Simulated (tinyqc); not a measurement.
# Floating body of a partially depleted SOI transistor: body voltage and kink, step by step

Computed by the program tinyqc: `OMP_NUM_THREADS=1 python tinyqc.py 2182149 2182150 out.jsonl`, one thread of a shared Intel Xeon 2.30GHz, about 0.2 s for the whole run. Printed values are rounded.

Source at 0 V. Channel current Ic = 2 nf K Vt^2 [F(0) - F(Vd)](1 + la Vd), F(V) = ln^2(1 + exp((Vg - VT - nf V)/(2 nf Vt))), VT = VT0 - gb Vb. Saturation voltage Vs = 2 Vt sqrt(F(0)) + 3 Vt, excess Ve = (Vd - Vs + sqrt((Vd - Vs)^2 + 0.0004 V^2))/2, multiplication M1 = Ai Ve exp(-Bl/Ve). Each junction passes D(v) = J1 (exp(v/Vt) - 1) + J2 (exp(v/(2 Vt)) - 1). Bipolar current Ib = bb J1 (exp(Vb/Vt) - 1). The body settles where M1 (Ic + Ib) = D(Vb) + D(Vb - Vd) + Vb/Rb; drain current Id = (1 + M1)(Ic + Ib) - D(Vb - Vd).

Inputs (values chosen for the exercise); values of the order met in partially depleted silicon-on-insulator transistors:
- T = 300 K (temperature)
- VT0 = 0.54 V (threshold at zero body voltage)
- gb = 0.32 (fall of the threshold per volt of body voltage)
- nf = 1.17 (slope factor)
- K = 520 uA/(V^2 um) (gain factor per width)
- la = 0.09 1/V (channel-length modulation factor)
- Ai = 1.68 1/V (impact-ionisation prefactor)
- Bl = 6.4 V (impact-ionisation voltage)
- J1 = 1.8e-13 uA/um (diffusion saturation current of each junction)
- J2 = 1.6e-8 uA/um (recombination saturation current of each junction)
- bb = 1 (gain of the lateral bipolar transistor on the diffusion current)
- Rb = 1e9 kohm um (resistance of a weak body tie to the source (1e9 stands for no tie, and the term is then dropped))
- Vg = 1.11 V (gate voltage)
- Vd = 2.5 V (drain voltage)

Constants: q = 1.602176634e-19 C, kB = 1.380649e-23 J/K, Vt = kB T/q. Results are converted to the units shown.

Range of the model: The multiplication law is an empirical form chosen for the exercise; self-heating and capacitive coupling to the body are left out, and the linear laws are rough once Vb passes about 0.7 V or M1 about 0.1.

## Starting value

Vb = 0.93 V.

Vb at the start = 0.93 V

## Iteration 1: new Vb

Current into the body I_in = M1 (Ic + Ib) - D(Vb - Vd), current out I_out = D(Vb) + Vb/Rb; f = ln(I_in/I_out), s = df/dVb by central differences over 1e-5 V, Vb(new) = Vb - f/s.

Ic = 204.910 uA/um
Ve = 1.68096 V
M1 = 0.0627137
I_in = 60.2691 uA/um
I_out = 757.147 uA/um
f = -2.53074
s = -8.84615 1/V
Vb after iteration 1 = 0.643916 V

## Iteration 2: new Vb

As before.

Ic = 163.948 uA/um
Ve = 1.75921 V
M1 = 0.0777431
I_in = 12.7468 uA/um
I_out = 0.0159193 uA/um
f = 6.68550
s = -33.5942 1/V
Vb after iteration 2 = 0.842924 V

## Course of the iteration

Stop when the step is below 1e-10 V, or after 40 iterations.

Course of the iteration:
```
iteration  Vb before the step (V)  step (V)
1                            0.93    -0.286
2                        0.643916     0.199
3                        0.842924   -0.0172
4                        0.825732   5.13e-4
5                        0.826245   3.10e-7
6                        0.826245  1.15e-13
```

Converged in 6 iterations.

## Drain current with floating and with grounded body

converged Vb = 0.826245 V

Id and VT at the converged Vb, Id at Vb = 0, their ratio, and the bipolar share Ib/(Ic + Ib).

VT = 0.275602 V
Id, floating = 216.994 uA/um
Id, grounded = 98.9794 uA/um
ratio = 2.19232
bipolar share = 6.72472 %

The body rises to 0.826 V and lowers the threshold by 264 mV.
